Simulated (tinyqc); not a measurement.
Inside a calculation. Model: hot electrons in a saturated n-channel MOSFET, lucky-electron model.

Numbers from tinyqc (`OMP_NUM_THREADS=1 python tinyqc.py 2550072 2550073 out.jsonl`; about 0.01 s on one thread of a shared Intel Xeon 2.30GHz). Printed values are rounded.

Beyond pinch-off the lateral field grows as Esat cosh(y/l) over the velocity-saturated region (pseudo-two-dimensional model). Impact ionisation in this region gives the substrate current, which biases the body forward through Rsub. Currents are per width. Local-field laws: they overstate ionisation when the field peak is narrower than an energy relaxation length.

Inputs (values chosen for the exercise); values close to those of silicon n-channel devices: channel length L = 0.35 um; oxide thickness tox = 7.4 nm; junction depth xj = 110 nm; threshold VT = 0.61 V; effective mobility mu = 260 cm^2/(V s); saturation velocity vs = 8.9e6 cm/s; ionisation prefactor Ai = 2e6 1/cm; ionisation field Bi = 1.76 MV/cm; resistance of the lightly doped drain Rd = 0 ohm um; substrate resistance Rsub = 18000 ohm um; fall of VT per volt of forward body bias kb = 0.36; hot-electron mean free path lm = 8.8 nm; oxide barrier pb = 3.2 V; prefactor of the gate current Cg = 0.0036; lifetime exponent m = 2.8; lifetime constant Hl = 21000 s uA/um; drain voltage Vd = 2.4 V; gate voltage Vg = 1.3 V.

Constants: eps0 = 8.8541878128e-14 F/cm where lengths are in cm. Results are converted to the units shown.

## Length and field scales

Cox = 3.9 eps0/tox, l = sqrt(3 tox xj), Esat = 2 vs/mu.

Cox = 0.4666396 uF/cm^2
l = 49.41660 nm
Esat = 0.06846154 MV/cm
Esat L = 2.396154 V

## Iteration 1: body bias from the substrate current

Vb at the start = 0 V

Cox = 3.9 eps0/tox. Overdrive g = Vg - VT + kb Vb; Vdsat = g Esat L/(g + Esat L); Id = Cox vs (g - Vdsat); dV = Vd - Id Rd - Vdsat; Em = sqrt((dV/l)^2 + Esat^2); Isub = Id (Ai/Bi) l Em exp(-Bi/Em). Vb(new) = Rsub Isub.

Vdsat = 0.5357303 V
Id = 64.06963 uA/um
dV = 1.864270 V
Em = 0.3834174 MV/cm
Isub = 1.400146 uA/um
Vb after iteration 1 = 0.02520263 V

## Iteration 2: body bias from the substrate current

As before.

Vdsat = 0.5411837 V
Id = 65.57286 uA/um
dV = 1.858816 V
Em = 0.3823316 MV/cm
Isub = 1.410432 uA/um
Vb after iteration 2 = 0.02538778 V

## Course of the iteration: body bias from the substrate current

Stop when Vb changes by less than 1e-9 V, or after 60 iterations.

Course of the iteration:
```
iteration      Vb (V)  |change| (V)
1          0.02520263        0.0252
2          0.02538778       1.85e-4
3          0.02538912       1.34e-6
4          0.02538913       9.63e-9
5          0.02538913      6.94e-11
```

Converged in 5 iterations. At the end each change is about 0.0072 times the one before: linear convergence.

## Gate current, lifetime and channel shortening

Id = 65.58404 uA/um
dV = 1.858776 V
Em = 0.3823236 MV/cm
Isub = 1.410507 uA/um

Ig = Cg Id exp(-pb/(lm Em)); lifetime tau = (Hl/Id)(Isub/Id)^(-m); length of the saturated region dL = l ln[(dV/l + Em)/Esat]. 1 year = 3.15576e7 s.

Isub/Id = 0.02150687
Ig = 17.47555 pA/um
tau = 0.4732616 years
dL = 118.8483 nm

The lifetime misses ten years. Integrating Ai exp(-Bi/E) over the cosh profile gives Isub/Id = 0.0186, so the closed form is 16 % above it.
